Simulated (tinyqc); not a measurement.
# Stacked nanosheet transistor, parasitic resistance, capacitance and delay, step by step

Numbers from tinyqc (`OMP_NUM_THREADS=1 python tinyqc.py 2170168 2170169 out.jsonl`; about 0.09 s on one thread of a shared Intel Xeon 2.30GHz). Printed values are rounded.

Ns sheets share one contact on top; each has perimeter p = 2 (Ws + ts) and cross-section A = Ws ts; contact width Wc = Ws + 10 nm, stack height Hs = Ns pv. Sheet 1 is the top one. Contact length Lc = CPP - Lg - 2 Lsp, shared by two neighbouring gates. Source and drain sides are equal. The formulas are first-order estimates, not field solutions.

Inputs (values chosen for the exercise); values close to those of silicon logic devices:

| symbol | value | unit | meaning |
|---|---|---|---|
| T | 300 | K | temperature |
| Ns | 3 |  | number of sheets |
| Ws | 30 | nm | sheet width |
| ts | 6 | nm | sheet thickness |
| pv | 18 | nm | vertical pitch of the sheets |
| rv | 64 | ohm | vertical resistance between sheet levels |
| CPP | 60 | nm | contacted gate pitch |
| Lg | 12 | nm | gate length |
| Lsp | 7 | nm | spacer length |
| ks | 5.5 |  | relative permittivity of the spacer |
| Hc | 15 | nm | gate height above the channel stack |
| rc | 4.2e-9 | ohm cm^2 | contact resistivity |
| re | 0.00048 | ohm cm | resistivity of the source-drain epitaxy |
| te | 25 | nm | current-carrying depth of the epitaxy |
| rx | 0.0016 | ohm cm | resistivity of the extension |
| Lov | 2 | nm | gate overlap |
| Cinv | 3 | uF/cm^2 | inversion capacitance |
| vx | 8.7e6 | cm/s | injection velocity |
| mu | 140 | cm^2/(V s) | apparent mobility |
| VT | 0.22 | V | threshold at zero drain voltage |
| dl | 0.039 | V/V | barrier lowering |
| n | 1.09 |  | subthreshold factor |
| Cw | 0.11 | fF | wire load |
| Vdd | 0.7 | V | supply voltage |

Constants: q = 1.602176634e-19 C, kB = 1.380649e-23 J/K, eps0 = 8.8541878128e-12 F/m, Vt = kB T/q. Results are converted to the units shown.

## Geometry and resistances

Epitaxy sheet resistance Rsh = re/te, transfer length LT = sqrt(rc/Rsh), contact Rc = [sqrt(rc Rsh)/Wc] coth(Lc/(2 LT)); extension of one sheet Rx = rx Lsp/A. Effective width N p; for equal currents and rv = 0 one side has Rc + Rx/N.

Lc = 34 nm
effective width = 216 nm
Rsh = 192 ohm
LT = 46.7707 nm
Rc = 644.610 ohm
Rx = 622.222 ohm
one side times effective width = 184.036 ohm um

Lc/2 is 0.36 transfer lengths, and Rc is 4.4 % above the area limit rc/(Wc Lc/2). The contact makes up 75.7 % of one side.

## Capacitances

With N sheets: gate Cg = Cinv p N Lg; per side, plate Cp = ks eps0 [Wc (Hs + Hc) - N A]/Lsp, top fringe Cf = (2/pi) ks eps0 Wc ln(1 + Lg/(2 Lsp)), overlap Co = Cinv p N Lov. Cs = Cp + Cf + Co. An inverter of two such devices driving an equal one has the load CL = 2 (Cg + 2 Cs) + 4 Cs + Cw (its own drains counted twice for the Miller effect).

Cg = 77.76 aF
Cp = 15.4442 aF
Cf = 0.767661 aF
Co = 12.96 aF
CL = 498.895 aF

The channel capacitance gives 31.2 % of CL, the parasitic parts 46.8 % and the wire 22.0 %.

## Iteration 1: sheet currents at Vgs = Vdd, Vds = Vdd/2

I at the start (uA): sheet 1 0, sheet 2 0, sheet 3 0

One sheet: I = p Q vx u/(1 + |u|^1.8)^(1/1.8), Q = Cinv n Vt ln(1 + exp((Vg' - VT + dl Vd')/(n Vt))), u = Vd' mu/(vx Lg), Vg' = Vgs - v, Vd' = Vds - 2 v, with the drop on each side v_j = Rc sum I + rv (sum over levels k = 2..j of the current of sheets k..Ns) + Rx I_j. I(new) = I + 0.5 (I(out) - I).

drop v (mV): sheet 1 0, sheet 2 0, sheet 3 0
I(out) (uA): sheet 1 89.7250, sheet 2 89.7250, sheet 3 89.7250
I after iteration 1 (uA): sheet 1 44.8625, sheet 2 44.8625, sheet 3 44.8625

## Iteration 2: sheet currents at Vgs = Vdd, Vds = Vdd/2

As before.

drop v (mV): sheet 1 114.671, sheet 2 120.413, sheet 3 123.285
I(out) (uA): sheet 1 57.2157, sheet 2 54.5122, sheet 3 53.0479
I after iteration 2 (uA): sheet 1 51.0391, sheet 2 49.6874, sheet 3 48.9552

## Course of the iteration: sheet currents at Vgs = Vdd, Vds = Vdd/2

Stop when the largest change of I is below 1e-6 uA, or after 80 iterations.

Course of the iteration:
```
iteration  total I (uA)  largest |change| of one entry (uA)
1               134.588                                44.9
2               149.682                                6.18
3               145.993                                1.94
4               147.301                               0.555
5               146.903                               0.193
6               147.036                              0.0547
7               146.995                              0.0192
8               147.009                             5.44e-3
9               147.004                             1.92e-3
10              147.006                             5.44e-4
11              147.005                             1.94e-4
12              147.005                             5.46e-5
13              147.005                             1.96e-5
14              147.005                             5.50e-6
15              147.005                             1.99e-6
16              147.005                             5.55e-7
```

Converged in 16 iterations. The changes do not fall evenly; from iteration 11 to 16 they shrink by a factor of 3.2 a step on average. The bottom sheet carries 92.1 % of the current of the top one.

## Effective current, delay and energy

IH = I(Vdd, Vdd/2) = 147.005 uA
IL = I(Vdd/2, Vdd), solved likewise = 57.3982 uA

Ieff = (IH + IL)/2, delay CL Vdd/(2 Ieff), energy CL Vdd^2, with CL the load of an inverter that drives an equal one.

Ieff = 102.202 uA
delay = 1.70851 ps
energy = 244.459 aJ

Without any series resistance Ieff would be 179 uA, so the resistances cost 42.8 %.
